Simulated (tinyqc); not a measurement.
# Floating body of a partially depleted SOI transistor: body voltage and kink: what changes with what

Source at 0 V. Channel current Ic = 2 nf K Vt^2 [F(0) - F(Vd)](1 + la Vd), F(V) = ln^2(1 + exp((Vg - VT - nf V)/(2 nf Vt))), VT = VT0 - gb Vb. Saturation voltage Vs = 2 Vt sqrt(F(0)) + 3 Vt, excess Ve = (Vd - Vs + sqrt((Vd - Vs)^2 + 0.0004 V^2))/2, multiplication M1 = Ai Ve exp(-Bl/Ve). Each junction passes D(v) = J1 (exp(v/Vt) - 1) + J2 (exp(v/(2 Vt)) - 1). Bipolar current Ib = bb J1 (exp(Vb/Vt) - 1). The body settles where M1 (Ic + Ib) = D(Vb) + D(Vb - Vd) + Vb/Rb; drain current Id = (1 + M1)(Ic + Ib) - D(Vb - Vd).

Parameters, values chosen for the exercise; values of the order met in partially depleted silicon-on-insulator transistors: temperature T = 330 K; threshold at zero body voltage VT0 = 0.42 V; fall of the threshold per volt of body voltage gb = 0.27; slope factor nf = 1.48; gain factor per width K = 270 uA/(V^2 um); channel-length modulation factor la = 0.08 1/V; impact-ionisation prefactor Ai = 2.1 1/V; impact-ionisation voltage Bl = 6.2 V; diffusion saturation current of each junction J1 = 4.2e-12 uA/um; recombination saturation current of each junction J2 = 3e-7 uA/um; gain of the lateral bipolar transistor on the diffusion current bb = 1; resistance of a weak body tie to the source (1e9 stands for no tie, and the term is then dropped) Rb = 30000 kohm um; gate voltage Vg = 0.47 V; drain voltage Vd = 1.3 V.

Constants: q = 1.602176634e-19 C, kB = 1.380649e-23 J/K, Vt = kB T/q. Results are converted to the units shown.

Each table varies one quantity; the others keep the values above.

## Output curve and kink

Rows with more than one solution for Vb (latch) are left out; dId/dVd by a forward difference over 1e-4 V, swing = 1e-4 V over the change of log10 Id; M1 under 1e-12 is printed as 0.

Output curve and kink:

| Vd (V) | Vb (V) | M1 | Id, floating (uA/um) | Id, grounded (uA/um) | ratio | dId/dVd, floating (uS/um) | dId/dVd, grounded (uS/um) |
|---|---|---|---|---|---|---|---|
| 0.8 | 0.002409 | 1.079e-4 | 0.7419 | 0.7348 | 1.010 | 0.1715 | 0.05651 |
| 1 | 0.03140 | 0.001240 | 0.8451 | 0.7467 | 1.132 | 1.177 | 0.06455 |
| 1.2 | 0.3160 | 0.004674 | 2.281 | 0.7615 | 2.995 | 35.94 | 0.08638 |
| 1.4 | 0.6333 | 0.01172 | 5.303 | 0.7824 | 6.778 | 4.905 | 0.1250 |
| 1.6 | 0.6806 | 0.02911 | 6.147 | 0.8126 | 7.565 | 4.028 | 0.1793 |
| 1.8 | 0.7097 | 0.05930 | 7.011 | 0.8549 | 8.201 | 4.772 | 0.2460 |
| 2 | 0.7318 | 0.1048 | 8.114 | 0.9115 | 8.901 | 6.400 | 0.3214 |
| 2.2 | 0.7500 | 0.1672 | 9.641 | 0.9838 | 9.799 | 9.083 | 0.4026 |

Vb rises from 0.00241 to 0.750 V and the ratio of the currents rises from 1.01 to 9.80. The output conductance with a floating body exceeds the grounded value by the largest factor among the rows, 416, at Vd = 1.2 V, where Vb = 0.316 V and M1 = 0.00467.

## Transfer curve and swing

Same model as above.

Results:

| Vg (V) | Vb (V) | M1 | Id, floating (uA/um) | Id, grounded (uA/um) | ratio | swing, floating (mV/decade) | swing, grounded (mV/decade) |
|---|---|---|---|---|---|---|---|
| -0.03 | 1.649e-5 | 0.01547 | 1.669e-5 | 1.669e-5 | 1.000 | 98.91 | 98.92 |
| 0.07 | 8.853e-5 | 0.01542 | 1.748e-4 | 1.747e-4 | 1.001 | 97.78 | 97.83 |
| 0.17 | 8.313e-4 | 0.01527 | 0.001823 | 0.001813 | 1.005 | 98.88 | 99.38 |
| 0.27 | 0.008047 | 0.01480 | 0.01838 | 0.01752 | 1.049 | 99.99 | 104.7 |
| 0.37 | 0.08347 | 0.01322 | 0.2134 | 0.1398 | 1.527 | 78.00 | 119.9 |
| 0.47 | 0.5844 | 0.006831 | 4.674 | 0.7710 | 6.063 | 234.4 | 155.8 |
| 0.67 | 0.6133 | 0.002560 | 17.50 | 6.545 | 2.673 | 491.2 | 308.7 |
| 0.77 | 0.6016 | 0.001447 | 26.51 | 12.47 | 2.125 | 625.2 | 412.2 |

Estimate the missing row, Vg = 0.57 V.

Computed row:

| Vg (V) | Vb (V) | M1 | Id, floating (uA/um) | Id, grounded (uA/um) | ratio | swing, floating (mV/decade) | swing, grounded (mV/decade) |
|---|---|---|---|---|---|---|---|
| 0.57 | 0.6112 | 0.004281 | 10.17 | 2.701 | 3.765 | 364.6 | 220.0 |

With this row back in the table: Vb goes from 1.65e-5 through a maximum of 0.613 (at Vg = 0.67 V among the rows listed) to 0.602 V. The smallest swing among the rows is 78.0 mV a decade with a floating body (at Vg = 0.37 V) and 97.8 with a grounded one; Vt ln 10 = 65.5. The floating swing is smaller by more than 3 % for Vg = 0.27, 0.37 V, where the rising Vb lowers the threshold as Vg rises. In the first row the floating body raises the current by a factor of 1.00.

Range of the model: The multiplication law is an empirical form chosen for the exercise; self-heating and capacitive coupling to the body are left out, and the linear laws are rough once Vb passes about 0.7 V or M1 about 0.1.

Computed by the program tinyqc: `OMP_NUM_THREADS=1 python tinyqc.py 2182096 2182097 out.jsonl`, one thread of a shared Intel Xeon 2.30GHz, about 0.2 s for the whole run.
